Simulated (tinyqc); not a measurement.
# From saturation current I/W back to mobility mu

Model: charge control and current of a heterostructure field-effect transistor. Computed by tinyqc, a small Python program. Command: `OMP_NUM_THREADS=1 python tinyqc.py 3019826 3019827 out.jsonl hemt inv`. One thread of a shared host (Intel(R) Xeon(R) Processor @ 2.30GHz), about 0.03 s of CPU time with the checks.

Two subbands in a triangular well; E_F is counted from the conduction band edge of the channel at the interface.

Inputs (values chosen for the exercise, modelled on AlGaN/GaN):
```
quantity                                value      unit
channel mass m                            0.2       m_0
permittivity eps (barrier and channel)   9.24         -
barrier thickness d                       9.6        nm
Schottky barrier phi_B                    1.1        eV
conduction band offset dE_c              0.29        eV
polarisation charge sigma/e             1e+13    1/cm^2
gate voltage V_G                            0         V
saturation velocity v_s                   1.2  1e7 cm/s
gate length L                             280        nm
source resistance R_S                       0    ohm mm
temperature T                             300         K
mixing                                    0.5         -
iteration cap                             200         -
```

Charge source: polarisation. Velocity law: two-piece.

Constants: e = 1.602176634e-19 C; eps_0 = 8.8541878128e-12 F/m; k_B = 8.617333262e-05 eV/K; hbar = 1.054571817e-34 J s; m_0 = 9.1093837015e-31 kg; k_B = 1.380649e-23 J/K.

Method:
- Threshold V_T = phi_B - dE_c - sigma d/(eps eps_0) (in volts); C_b = eps eps_0/d.
- Charge control: n_s = C_b (V_G - V_T - E_F/e)/e. Well: mean field F = e n_s/(2 eps eps_0), E_i = (hbar^2/2m)^(1/3) [(3 pi e F/2)(i + 3/4)]^(2/3), i = 0, 1; n_s = D k_B T sum_i ln(1 + exp((E_F - E_i)/k_B T)), D = m/(pi hbar^2), which is solved in closed form for E_F.
- Iteration from n_s = C_b (V_G - V_T)/(2e): E_F from n_s, n_out from the charge control, n_new = n_s + mixing (n_out - n_s), kept above n_s/10; stop when |n_out/n_s - 1| < 1e-9.
- C_g = e dn_s/dV_G = 1/(1/C_b + 1/C_q), 1/C_q = d(E_F/e)/d(e n_s) by a central difference of +/- 0.1 % in n_s; added distance dd = eps eps_0/C_q.
- With V = e n_s/C_g and V_c = v_s L/mu: for v = mu F up to v_s, I/W = C_g v_s V_c (sqrt(1 + (V/V_c)^2) - 1) and V_Dsat = V + V_c - sqrt(V^2 + V_c^2); g_m = dI/dV; extrinsic g_m/(1 + g_m R_S); f_T = g_m/(2 pi C_g L).

Question. A run gave the result below. Find the mobility mu, known to lie between 1300 and 1800 cm^2/(V s).

saturation current I/W = 703.6627 mA/mm

Answer.

Each step takes the trial c = (a f_b - b f_a)/(f_b - f_a), f being the result less the target and a, b, c the logarithms of the listed values; c replaces end b, the old b replaces a if the sign of f changed, and otherwise f_a is halved.

Scan of the range:
```
mobility mu (cm^2/(V s))  saturation current I/W (mA/mm)
1300                                             680.208
1370                                             688.747
1450                                             697.634
1530                                             705.711
1610                                             713.081
1700                                             720.639
1800                                             728.244
```

False position (Illinois rule, in the logarithm of the input) inside the bracket:
```
step    end a    end b    trial  saturation current I/W (mA/mm)
1     1450.00  1530.00  1509.31                         703.693
2     1450.00  1509.31  1508.71                         703.634
3     1509.31  1508.71  1509.00                         703.663
4     1508.71  1509.00  1509.00                         703.663
```

Saturation current I/W rises at every point of a 13-point scan of the range (every second point is shown), so one value fits; it is bracketed by 1450 and 1530. Answer: mobility mu = 1509 cm^2/(V s).
